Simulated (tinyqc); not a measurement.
Field emission through a triangular barrier, exact transmission by Airy functions: exact and WKB transmission against field.

The left lead has its band edge at 0; for x > 0 the edge falls without end, U(x) = U0 - F x, with mass m1. No transverse momentum; C = hbar^2/(2 m0); psi and psi'/m are continuous at x = 0. The outgoing solution is Bi(z) + i Ai(z).

Energy scale e = (C F^2/m1)^(1/3), z(x) = (U(x) - E)/e, s = (dz/dx)/m1 = -F/(e m1); v = k/m in a lead. With the Airy functions at z = z(0): g = s (Bi' + i Ai')/(Bi + i Ai), r = (i vL - g)/(i vL + g), T(E) = 1 - |r|^2 = 4 vL Im(g)/|i vL + g|^2, vL = sqrt(mL E/C)/mL. WKB: exp(-S), S = (4/(3 F)) sqrt(m1/C) [max(U0 - E, 0)^1.5]. For large z the ratio tends to c = 4 g0/(1 + g0^2), g0 = K/(m1 vL), K = sqrt(m1 (U0 - E)/C).

Inputs (values chosen for the exercise); U0 - E and the mass are of the order of those of silicon dioxide on silicon: mass in the left lead mL = 0.26 m0; barrier edge at x = 0 U0 = 3.04 eV; mass in the barrier m1 = 0.51 m0; electron energy E = 0.07 eV.

Constants: q = 1.602176634e-19 C, hbar = 1.054571817e-34 J s, m0 = 9.1093837015e-31 kg, hbar^2/(2 m0) = 0.0380998212 eV nm^2. Results are converted to the units shown.

The same in every row: c = 0.8221.

Exact and WKB transmission against field:
```
F (V/nm)   z(0)  T(E), exact   exp(-S)   ratio
2.2       4.169     1.003e-5  1.178e-5  0.8514
2.7       3.637     8.278e-5  9.633e-5  0.8593
3.4       3.119     5.635e-4  6.466e-4  0.8714
4.2       2.709     0.002322  0.002619  0.8866
5.1       2.380     0.006763  0.007478  0.9045
6.4       2.046      0.01879   0.02021  0.9294
7.9       1.778      0.04042   0.04240  0.9533
9.7       1.550      0.07412   0.07622  0.9724
12        1.345       0.1225    0.1248  0.9814
15        1.159       0.1842    0.1893  0.9730
```

What does the table show?

The exact T(E) rises from 1.00e-5 to 0.184; ln exp(-S) is linear in 1/F with slope -24.97 V/nm, and the exact values give -25.08 V/nm between the first two rows. At the largest z (4.17) the ratio is 3.6 % above c, at the smallest (1.16) 18 % above it. In every row the field exceeds 10 MV/cm (up to 150), more than most dielectrics sustain; the model ignores breakdown.

Range of the model: Masses are held fixed, although real bands cease to be parabolic a few tenths of an eV from their edges.

tinyqc, about 0.01 s, one thread, Intel Xeon 2.30GHz (shared host): `OMP_NUM_THREADS=1 python tinyqc.py 2580121 2580122 out.jsonl`
